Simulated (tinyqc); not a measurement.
Inside a calculation: coherent potential approximation for a binary alloy with a semi-elliptic band. Values are carried at full precision from step to step, so a last printed digit may differ when a step is redone from the rounded ones.

Site levels eA = -x d (share 1 - x) and eB = (1 - x) d (share x), so that their mean, the virtual crystal, is 0. Pure band: G0(z) = 2 (z - sqrt(z - W) sqrt(z + W))/W^2 with principal roots, density -Im G/pi per site. The medium has a self-energy S(z), G = G0(z - S), z = E + i eta. t_i = (e_i - S)/(1 - (e_i - S) G); the CPA demands <t> = (1 - x) tA + x tB = 0. Iteration: start at S = 0, set S(new) = S + <t>/(1 + <t> G), stop when |<t>| < 1e-9 eV.

Constants: hbar = 6.58211957e-16 eV s.

Inputs chosen for the exercise:
- W = 4.7 eV (half width of the pure band)
- x = 0.27 (fraction of B)
- d = 1.21 eV (eB - eA)
- eta = 0.094 eV (broadening)
- E = 1.2 eV (energy)

## First step: the average t-matrix

With S = 0 form G, tA, tB, <t> and the new S.

eA, eB (eV): -0.3267  0.8833

G = 0.10640-0.40301i 1/eV

tA, tB (eV): -0.3107-0.0395i  0.8445-0.3318i

<t> = 0.0012-0.1185i eV
S after one step = 0.0030-0.1243i eV

## The self-consistent medium

Iterate.

Iterations:
```
i,S (eV),G (1/eV),|<t>| (eV)
0,0.00000,0.10640-0.40301i,0.118
1,0.00299-0.12433i,0.10318-0.39224i,0.00341
2,0.00415-0.12754i,0.10300-0.39199i,9.49e-05
3,0.00421-0.12762i,0.10299-0.39199i,2.64e-06
4,0.00422-0.12762i,0.10299-0.39199i,7.32e-08
5,0.00422-0.12762i,0.10299-0.39199i,2.03e-09
6,0.00422-0.12762i,0.10299-0.39199i,5.65e-11
```

S = 0.00422-0.12762i eV
G = 0.10299-0.39199i 1/eV

Converged at i = 6. The first step gave 0.0030-0.1243i eV.

## Densities on A and B, and the lifetime

G_i = G/(1 - (e_i - S) G); densities -Im G_i/pi; their weighted sum must be -Im G/pi. Lifetime hbar/(2 |Im S|), which has a meaning only while |Im S| is small against W. Weak-scattering value of S: x (1 - x) d^2 G.

densities (1/eV): on A 0.1194, on B 0.1392, weighted sum 0.1248, medium 0.1248

lifetime = 2.58 fs
weak-scattering S = 0.0297-0.1131i eV

A B site carries the larger density here, by a factor 1.17; the weak-scattering value is 23 % from S.

## Checks

- Weighted sum of the partial densities against the density of the medium: both 0.12477.

Computed by tinyqc, a small Python program: `OMP_NUM_THREADS=1 python tinyqc.py 1450481 1450482 out.jsonl` (the numbers bound the seed that draws the inputs); one thread of a shared host (Intel(R) Xeon(R) Processor @ 2.30GHz), about 0.01 s for the whole set of steps.
